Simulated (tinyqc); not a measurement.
# Inputs raised by 10 %, one at a time

Model: two-dimensional dopant profile at a mask edge: lateral junction, overlap and effective channel length. Computed by tinyqc, a small Python program. Command: `OMP_NUM_THREADS=1 python tinyqc.py 3006014 3006015 out.jsonl lateral sens`. One thread of a shared host (Intel(R) Xeon(R) Processor @ 2.30GHz), about 0.01 s of CPU time with the checks.

Ions enter for y < 0; the mask (spacer, then gate) covers y > 0. x is the depth. The surface reflects dopant during the anneal.

Inputs (values chosen for the exercise, modelled on a source-drain extension in silicon):
```
quantity,value,unit
dose Q,1.9e+14,1/cm^2
projected range R_p,10,nm
vertical straggle,3.3,nm
lateral straggle,2.2,nm
anneal budget D t,1.6e-13,cm^2
channel doping C_B,2.7e+17,1/cm^3
gate length L_g,95,nm
offset spacer,1.4,nm
oxide thickness,3,nm
```

Constants: eps_0 = 8.8541878128e-12 F/m.

Method:
- Widths s_x^2 = (vertical straggle)^2 + 2 D t, s_y^2 = (lateral straggle)^2 + 2 D t. C(x, y) = V(x) (1/2) erfc(y/(sqrt2 s_y)), V(x) = Q/(sqrt(2 pi) s_x) [exp(-(x - R_p)^2/(2 s_x^2)) + exp(-(x + R_p)^2/(2 s_x^2))]; 1 nm = 1e-7 cm.
- The vertical junction far from the mask solves V(x) = C_B.
- The lateral junction at depth x solves C = C_B: y_j(x) = sqrt2 s_y erfc^-1(2 C_B/V(x)). Overlap under the gate = y_j(0) - spacer; metallurgical channel L_met = L_g - 2 overlap (tails from the two sides are not added).
- Abruptness at y_j(0) in nm per decade = ln(10) s_y sqrt(pi/2) exp(u^2) erfc(u), u = y_j/(sqrt2 s_y). Overlap capacitance per width = 3.9 eps_0 overlap/t_ox (zero if there is no overlap).

Runs:
```
input moved,from,to,lateral junction y_j(0) (nm),vertical junction x_j (nm),metallurgical channel L_met (nm),ratio y_j(0)/x_j
base run,-,-,16.23,32.80,65.33,0.4949
dose Q (1/cm^2),1.9e+14,2.09e+14,16.43,32.98,64.95,0.4981
projected range R_p (nm),10,11,15.73,33.80,66.34,0.4653
vertical straggle (nm),3.3,3.63,16.30,33.35,65.20,0.4887
lateral straggle (nm),2.2,2.42,16.46,32.80,64.89,0.5017
channel doping C_B (1/cm^3),2.7e+17,2.97e+17,16.04,32.62,65.72,0.4916
offset spacer (nm),1.4,1.54,16.23,32.80,65.61,0.4949
gate length L_g (nm),95,104.5,16.23,32.80,74.83,0.4949
```

Exponents ln(y'/y) / ln(x'/x):
```
input,lateral junction y_j(0),vertical junction x_j,metallurgical channel L_met,ratio y_j(0)/x_j
dose Q,0.124,0.057,-0.062,0.067
projected range R_p,-0.331,0.315,0.161,-0.646
vertical straggle,0.043,0.174,-0.022,-0.131
lateral straggle,0.143,0.000,-0.072,0.143
channel doping C_B,-0.127,-0.058,0.062,-0.069
offset spacer,0.000,0.000,0.045,0.000
gate length L_g,0.000,0.000,1.424,0.000
```

Among the inputs moved here: lateral junction y_j(0) answers most in size to projected range R_p (exponent -0.331), next to lateral straggle (+0.143); its exponent is below 0.0005 for offset spacer, gate length L_g. Vertical junction x_j answers most in size to projected range R_p (exponent +0.315), next to vertical straggle (+0.174); its exponent is below 0.0005 for lateral straggle, offset spacer, gate length L_g. Its exponent 0.000 in lateral straggle: the far field does not see the edge. Metallurgical channel L_met answers most in size to gate length L_g (exponent +1.424), next to projected range R_p (+0.161). Ratio y_j(0)/x_j answers most in size to projected range R_p (exponent -0.646), next to lateral straggle (+0.143); its exponent is below 0.0005 for offset spacer, gate length L_g.

Caution (all rows): the profile peaks below the surface, where the junction reaches further under the gate than y_j(0); the overlap given is the one at the surface.

Extremes, crossings and ranges named in words are read from the listed rows.
